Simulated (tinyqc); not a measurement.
Landau-Devonshire theory of a uniaxial ferroelectric. From one set of inputs to another, one input at a time. Computed by tinyqc, a small Python program. Command: `OMP_NUM_THREADS=1 python tinyqc.py 3012272 3012273 out.jsonl ferro ladder`. One thread of a shared host (Intel(R) Xeon(R) Processor @ 2.30GHz), about 0.02 s of CPU time with the checks.

G(P) = (alpha/2) P^2 + (beta*/4) P^4 + (gamma/6) P^6 - E P per volume, SI units, one domain, P along the polar axis, which is normal to the film.

The inputs printed are set A. Inputs not listed in the table keep their values of set A, so the rows need not describe a real material.

Inputs (values chosen for the exercise, for a model ferroelectric):
```
quantity                       value         unit
alpha_0                       644000  J m/(C^2 K)
Curie-Weiss temperature T0       680            K
beta                        1.56e+09    J m^5/C^4
gamma                       3.29e+09    J m^9/C^6
temperature T                    553            K
misfit strain u_m             -0.019            -
electrostriction Q12           -0.02      m^4/C^2
compliance s11 + s12         4.6e-12        m^2/N
gradient coefficient g       1.2e-10    J m^3/C^2
```

Sample: epitaxial film.

Constants: eps_0 = 8.8541878128e-12 F/m.

Method:
- alpha = alpha_0 (T - T0*), with clamping: T0* = T0 + 4 Q12 u_m/(alpha_0 (s11 + s12)), beta* = beta + 4 Q12^2/(s11 + s12).
- Ps^2 = [-beta* + sqrt(beta*^2 - 4 alpha gamma)]/(2 gamma).
- chi = 1/(eps_0 G''), G'' = alpha + 3 beta* P^2 + 5 gamma P^4 at Ps. Ps, chi and the coercive field are for perfect screening, without a depolarising field. The intrinsic coercive field is |alpha P + beta* P^3 + gamma P^5| at the P_c where G'' = 0. 1 C/m^2 = 100 microcoulomb/cm^2.
- With the term (g/2) (dP/dx)^2, (g/2) P'^2 = G(P) - G(Ps) across the wall: energy = int_(-Ps)^(Ps) sqrt(2 g [G(P) - G(Ps)]) dP (40 Gauss-Legendre points); width = 2 Ps over the slope at P = 0, sqrt(2 |G(Ps)|/g). Elastic coupling inside the wall is left out.

Each row keeps all changes above it:
```
input moved                               from          to  spontaneous polarisation Ps (microcoulomb/cm^2)  wall energy (mJ/m^2)  wall width (nm)
set A                                        -           -                                           40.941                36.938           1.4720
gamma (J m^9/C^6)                   3290000000    1.65e+10                                           33.240                25.665           1.4151
alpha_0 (J m/(C^2 K))                   644000      641000                                           33.230                25.636           1.4158
beta (J m^5/C^4)                    1560000000  -797000000                                           41.495                44.930           1.2922
gradient coefficient g (J m^3/C^2)     1.2e-10     2.3e-11                                           41.495                19.670           0.5657
compliance s11 + s12 (m^2/N)           4.6e-12     5.6e-12                                           40.317                17.309           0.6078
Curie-Weiss temperature T0 (K)             680         381                                           33.990                 8.473           0.8856
electrostriction Q12 (m^4/C^2)           -0.02      -0.043                                           39.274                17.854           0.5519
```

Which inputs carry the difference?

Spontaneous polarisation Ps goes from 40.9 to 39.3, a factor 0.959 in all. The largest single move comes from beta (a factor 1.25), but it runs against the net change; the largest move in the direction of the net change is gamma (a factor 0.812). Wall energy goes from 36.9 to 17.9, a factor 0.483 in all. The largest single move comes from gradient coefficient g (a factor 0.438), and electrostriction Q12 works against it (a factor 2.11). Wall width goes from 1.47 to 0.552, a factor 0.375 in all. The largest single move comes from gradient coefficient g (a factor 0.438), and Curie-Weiss temperature T0 works against it (a factor 1.46). The single moves hold for this order of the switches; the total does not depend on the order.

Caution (rows set A, gamma, alpha_0, beta, gradient coefficient g, electrostriction Q12): the strain shifts T0 by more than 500 K here, which is beyond the range where constant coefficients hold. Caution (rows set A, gamma, alpha_0, beta, gradient coefficient g, electrostriction Q12): far below T0* the expansion with linear alpha(T) is only a fit. Caution (rows gradient coefficient g, compliance s11 + s12, electrostriction Q12): a wall under 0.8 nm, some two lattice spacings, wide is outside the continuum picture.

Extremes, crossings and ranges named in words are read from the listed rows.
